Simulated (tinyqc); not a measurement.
From results back to parameters: defect-molecule model of a vacancy with Jahn-Teller distortion.

Problem. With et the undistorted t2 level, Uc the repulsion of two electrons, I the Jahn-Teller coupling and k the force constant, the levels above Ev are E(2+/+) = et - E_JT, E(+/0) = et - 3 E_JT + Uc, the Stokes shift of the first transition is 2 E_JT, E_JT = 2 I^2/k and the distortion of the + state is 2 I/k. The values below come from hidden parameters.

levels (eV): (2+/+) 0.05487, (+/0) 0.09462

Stokes shift = 0.250251 eV
distortion of + = 0.116940 angstrom

Find: et, Uc; I; k.

Solution. E_JT is half the Stokes shift; et = E(2+/+) + E_JT; Uc = E(+/0) - E(2+/+) + 2 E_JT; with Q the distortion, I = E_JT/Q and k = 2 E_JT/Q^2.

et, Uc (eV): 0.180  0.290

I = 1.07 eV/angstrom
k = 18.3 eV/angstrom^2

Computed by tinyqc, a small Python program: `OMP_NUM_THREADS=1 python tinyqc.py 1482381 1482382 out.jsonl` (the numbers bound the seed that draws the inputs); one thread of a shared host (Intel(R) Xeon(R) Processor @ 2.30GHz), about 0.01 s for the whole set of steps.
